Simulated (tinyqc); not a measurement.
From results back to parameters: gated graphene: carriers, quantum capacitance and optical conductivity. Three cases, with inputs chosen for the exercise.

Problem. At low temperature the interband edge lies at 2|mu|, n = mu^2/(pi hv^2), and V = mu/e + e n/Cox with Cox/e^2 = k/(4 pi e2 t), e2 = e^2/(4 pi eps0), t in angstrom. The edge and the voltage are given; hv is hidden.

Constants: e^2/(4 pi eps0) = 14.39964547 eV angstrom.

Case 1.

Values chosen (out of a larger set: Fermi velocity near that of graphene, gate dielectric near SiO2; not measured data): k = 3.74 (dielectric constant of the gate layer); t = 285 nm (its thickness).

edge = 0.6180 eV
V = 114.052 V

Case 2.

Values chosen (out of a larger set: Fermi velocity near that of graphene, gate dielectric near hBN; not measured data): k = 3.35 (dielectric constant of the gate layer); t = 20 nm (its thickness).

edge = 0.5000 eV
V = 5.66497 V

Case 3.

Values chosen (out of a larger set: Fermi velocity near that of graphene, gate dielectric near SiO2; not measured data): k = 3.85 (dielectric constant of the gate layer); t = 90 nm (its thickness).

edge = 0.7660 eV
V = 52.6035 V

Find: n; hv; vF (hbar = 6.58211957e-16 eV s).
Solution. mu is half the edge; n = Cox (V - mu/e)/e; hv = mu/sqrt(pi n).

Case 1.

n = 8.25e+12 1/cm^2
hv = 6.07 eV angstrom
vF (hbar = 6.58211957e-16 eV s) = 9.22e+05 m/s

Case 2.

n = 5.01e+12 1/cm^2
hv = 6.30 eV angstrom
vF (hbar = 6.58211957e-16 eV s) = 9.57e+05 m/s

Case 3.

n = 1.23e+13 1/cm^2
hv = 6.15 eV angstrom
vF (hbar = 6.58211957e-16 eV s) = 9.34e+05 m/s

Computed by tinyqc, one run a case: `OMP_NUM_THREADS=1 python tinyqc.py N N+1 out.jsonl` with N = 1651603, 1651607, 1651959; one thread of a shared Intel(R) Xeon(R) Processor @ 2.30GHz, about 0.01 s a run at most.
